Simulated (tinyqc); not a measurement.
Brillouin zone and empty-lattice bands of the diamond structure: one step. Empty-lattice levels at Gamma, W and X.

Primitive vectors a1 = a (0,1/2,1/2), a2 = a (1/2,0,1/2), a3 = a (1/2,1/2,0); atoms at 0 and (a1 + a2 + a3)/4. Reciprocal vectors obey a_i.b_j = 2 pi delta_ij; k is given in units of 2 pi/a. Empty-lattice levels are c0 (2 pi/a)^2 |k + G|^2, c0 = hbar^2/2m0. Points: X = (1, 0, 0), L = (0.5, 0.5, 0.5), K = (0.75, 0.75, 0), W = (1, 0.5, 0), U = (1, 0.25, 0.25).

Constants: hbar^2/2m0 = 3.80998211 eV angstrom^2.

Inputs chosen for the exercise (out of a larger set: lattice near that of Ge; not measured data): a = 5.606 angstrom (lattice constant).

Question. Give the five lowest values of |k + G|^2 with their degeneracy (spin not counted).

Give: a table of point, |k + G|^2, degeneracy, E (eV).

Answer.

Levels:

| point | \|k + G\|^2 | degeneracy | E (eV) |
|---|---|---|---|
| Gamma | 0.0000 | 1 | 0.000 |
| Gamma | 3.0000 | 8 | 14.358 |
| Gamma | 4.0000 | 6 | 19.144 |
| Gamma | 8.0000 | 12 | 38.288 |
| Gamma | 11.0000 | 24 | 52.646 |
| W | 1.2500 | 4 | 5.983 |
| W | 3.2500 | 4 | 15.555 |
| W | 5.2500 | 8 | 25.127 |
| W | 7.2500 | 12 | 34.699 |
| W | 9.2500 | 4 | 44.271 |
| X | 1.0000 | 2 | 4.786 |
| X | 2.0000 | 4 | 9.572 |
| X | 5.0000 | 8 | 23.930 |
| X | 6.0000 | 8 | 28.716 |
| X | 9.0000 | 10 | 43.074 |

The lowest level is 4-fold at W and 2-fold at X: as many zones meet there, and these are the lowest sets at these points on which a weak potential acts. In the diamond structure the levels at X and W stay paired: the structure factor of (200) vanishes and the glide symmetry keeps the pairing.

Computed by tinyqc, a small Python program: `OMP_NUM_THREADS=1 python tinyqc.py 1880422 1880423 out.jsonl` (the numbers bound the seed that draws the inputs); one thread of a shared host (Intel(R) Xeon(R) Processor @ 2.30GHz), about 0.01 s for the whole set of steps.
